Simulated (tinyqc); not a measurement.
Full result against the linear law: strain, valley repopulation and piezoresistance in a many-valley conduction band. Computed by tinyqc, a small Python program. Command: `OMP_NUM_THREADS=1 python tinyqc.py 3000062 3000063 out.jsonl valleys walk`. One thread of a shared host (Intel(R) Xeon(R) Processor @ 2.30GHz), about 0.02 s of CPU time with the checks.

Valleys are ellipsoids with mass m_l along the axis a and m_t across it, parabolic, with one constant relaxation time; strain shifts the valleys and leaves the masses alone. Currents are taken along [110], along the load, and along [001], across the load.

Inputs (values chosen for the exercise, modelled on silicon):

| quantity | value | unit |
|---|---|---|
| longitudinal mass m_l | 0.941 | m_0 |
| transverse mass m_t | 0.195 | m_0 |
| shear deformation potential Xi_u | 9.18 | eV |
| dilation deformation potential Xi_d | 1.1 | eV |
| C11 | 167 | GPa |
| C12 | 63.6 | GPa |
| C44 | 79.4 | GPa |
| electron density n | 8.8e+15 | 1/cm^3 |
| relaxation time tau | 86 | fs |
| temperature T | 100 | K |

Valley axes: <100> (6 valleys in 3 pairs). Load: uniaxial [110].

Constants: k_B = 8.617333262e-05 eV/K; m_0 = 9.1093837015e-31 kg; k_B = 1.380649e-23 J/K; hbar = 1.054571817e-34 J s; e = 1.602176634e-19 C.

Method:
- Each of the 6 valleys holds n_v = N_v (2/sqrt(pi)) F_1/2((E_F - dE_v)/(k_B T)), N_v = 2 (m_d k_B T/(2 pi hbar^2))^(3/2), m_d = (m_l m_t^2)^(1/3); E_F solves sum n_v = n and is counted from the unstrained edge.
- F_j(eta) = int_0^infinity x^j/(1 + exp(x - eta)) dx, without a gamma-function factor. It is evaluated after integrating by parts.
- Integrals over x = E/(k_B T) use 160 Gauss-Legendre points in u = sqrt(x) from 0 to sqrt(max(eta, 0) + 32).
- With eta_0 the reduced Fermi level without strain, r = F_-1/2(eta_0)/(2 F_1/2(eta_0)) (1 for a classical gas) and c = r (Xi_u/k_B T) (m_l - m_t)/(2 m_l + m_t): pi11 = -(2/3) c (S11 - S12), pi12 = -pi11/2, pi44 = 0, with S11 - S12 = 1/(C11 - C12).
- Compliances S11 = (C11 + C12)/((C11 - C12)(C11 + 2 C12)), S12 = -C12/((C11 - C12)(C11 + 2 C12)), S44 = 1/C44; stress sigma_ij = X n_i n_j for the unit vector n of the load; e_xx = S11 sigma_xx + S12 (sigma_yy + sigma_zz), e_xy = S44 sigma_xy/2 (tensor strain).
- Herring-Vogt shift of a valley with unit axis a: dE = Xi_d tr(e) + Xi_u a.e.a.
- Mobility tensor mu = e tau sum_v (n_v/n) [1/m_t + (1/m_l - 1/m_t) a a^T]; unstrained mu_0 = e tau (1/m_l + 2/m_t)/3; resistivity along d from the inverse tensor, rho_d = d.mu^-1.d/(n e), mobility along d = 1/(d.mu^-1.d); gauge pi_d = (rho_d/rho_0 - 1)/X.
- Linear theory: pi_l = (pi11 + pi12 + pi44)/2, pi_t = pi12 along [001].

pi11 = -246.555 1e-11/Pa

pi12 = 123.278 1e-11/Pa

pi44 = 0 1e-11/Pa

Resistance changes (%); at 2000 MPa the strain is near or above 1 %, where band warping, left out here, matters:

| X (MPa) | splitting (meV) | largest share | first direction | linear | second direction | linear |
|---|---|---|---|---|---|---|
| -2000 | 88.781 | 0.49999 | 21.888 | 123.28 | -26.42 | -246.56 |
| -1000 | 44.391 | 0.49856 | 21.659 | 61.64 | -26.26 | -123.28 |
| -400 | 17.756 | 0.47004 | 17.275 | 24.66 | -22.76 | -49.31 |
| -150 | 6.659 | 0.40618 | 8.518 | 9.25 | -13.57 | -18.49 |
| -50 | 2.220 | 0.36062 | 3.029 | 3.08 | -5.55 | -6.16 |
| 50 | 2.220 | 0.39276 | -3.102 | -3.08 | 6.84 | 6.16 |
| 150 | 6.659 | 0.51976 | -9.127 | -9.25 | 25.14 | 18.49 |
| 400 | 17.756 | 0.79677 | -19.979 | -24.66 | 99.74 | 49.31 |
| 1000 | 44.391 | 0.98853 | -26.090 | -61.64 | 240.12 | 123.28 |
| 2000 | 88.781 | 0.99993 | -26.424 | -123.28 | 254.95 | 246.56 |

What does the comparison show, and why?

Along the first direction the linear law holds within 10 % for 4 of the 10 stresses, at -150, -50.0, 50.0, 150 MPa. At the largest compression the full change is +21.9 % against the linear +123.3 %, at the largest tension -26.4 % against -123.3 %: once the splitting is comparable with k_B T (or E_F) the populations no longer follow it linearly, and the change must saturate when the upper valleys are empty.

Extremes, crossings and ranges named in words are read from the listed rows.
